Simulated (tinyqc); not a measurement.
Surface potential of a MOS transistor: implicit equation and explicit approximations: one step of the calculation.

p-type body, charge-sheet picture, depletion and inversion only, full ionisation (an idealisation for deep acceptors), Boltzmann statistics (rough once Na exp(x - xn) passes about Nc/7). In units of Vt: xg = (Vg - Vfb)/Vt, x = psi/Vt, G = gamma/sqrt(Vt), xn = (2 phiF + Vc)/Vt. The implicit equation is (xg - x)^2 = G^2 [x - 1 + exp(x - xn)] for x above about 3. Cox = eps0 eox/tox.

Question. Scales. ni = sqrt(Nc Nv) exp(-Eg/(2 Vt)), Eg in volts; phiF = Vt ln(Na/ni); gamma = sqrt(2 q eps0 eps_r Na)/Cox; VT = Vfb + Vt (xn + G sqrt(xn - 1)).

Parameters, values chosen for the exercise; band and dielectric values close to those of silicon:
- T = 300 K (temperature)
- Eg = 1.14 eV (band gap)
- eps_r = 11.8 (relative permittivity)
- Nc = 2.76e19 cm^-3 (conduction-band density of states at T)
- Nv = 2.65e19 cm^-3 (valence-band density of states at T)
- eox = 3.9 (relative permittivity of the gate insulator (close to silicon dioxide))
- tox = 2 nm (insulator thickness)
- Na = 1.2e17 cm^-3 (acceptor density)
- Vfb = -0.76 V (flat-band voltage)
- Vc = 0 V (channel-body voltage)
- Vg = 0.82 V (gate-body voltage)

Constants: q = 1.602176634e-19 C, kB = 1.380649e-23 J/K, Vt = kB T/q, eps0 = 8.8541878128e-14 F/cm where lengths are in cm. Results are converted to the units shown.

Find: phiF; gamma; G; xn; VT; xg.

Answer.

phiF = 0.42994 V
gamma = 0.11609 V^0.5
G = 0.72201
xn = 33.262
VT = 0.20590 V
xg = 61.117

Range of the model: The electron quasi-Fermi level lies less than 2 Vt below the band edge at the surface, or above it, where degeneracy and confinement, left out, matter.

Computed by the program tinyqc: `OMP_NUM_THREADS=1 python tinyqc.py 2122051 2122052 out.jsonl`, one thread of a shared Intel Xeon 2.30GHz, about 0.01 s for the whole run.
